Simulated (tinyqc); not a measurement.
## Hall measurement with a parallel conducting layer

Two layers in parallel, unit Hall factors, low field: 1/Rs = q (ns mu + n2 m2); apparent mobility (ns mu^2 + sg n2 m2^2)/(ns mu + n2 m2); apparent density (ns mu + n2 m2)^2/(ns mu^2 + sg n2 m2^2); a negative value means the sign of the second layer.

Values chosen for this exercise:
- ns = 1.4e14 cm^-2 (sheet density of the layer)
- mu = 50 cm^2/(V s) (drift mobility)
- m2 = 2400 cm^2/(V s) (mobility of the parallel layer)
- sg = 1 (sign of its carriers relative to the first layer)

Constants: q = 1.602176634e-19 C. Results are converted to the units shown.

Hall measurement with a parallel conducting layer:
```
n2 (cm^-2)	Rs (ohm/square)	apparent density (cm^-2)	apparent mobility (cm^2/(V s))	share of the conductance in layer 2 (%)
5e11	761.2	2.082e13	393.9	14.63
2e12	528.9	1.173e13	1006	40.68
8e12	238.2	1.478e13	1772	73.28
3e13	79.01	3.604e13	2192	91.14
1e14	25.27	1.059e14	2333	97.17
6e14	4.313	6.058e14	2389	99.52
2e15	1.298	2.006e15	2397	99.85
1e16	0.2600	1.001e16	2399	99.97
4e16	0.06501	4.001e16	2400	99.99
```

The apparent mobility rises from 394 to 2400 cm^2/(V s), between mu = 50 and sg m2 = 2400. The apparent density never exceeds ns + n2; among the rows it falls to 0.0826 of that sum, at n2 = 2e12.

Program tinyqc, `OMP_NUM_THREADS=1 python tinyqc.py 2850160 2850161 out.jsonl`; Intel Xeon 2.30GHz, shared host, one thread, about 0.01 s.
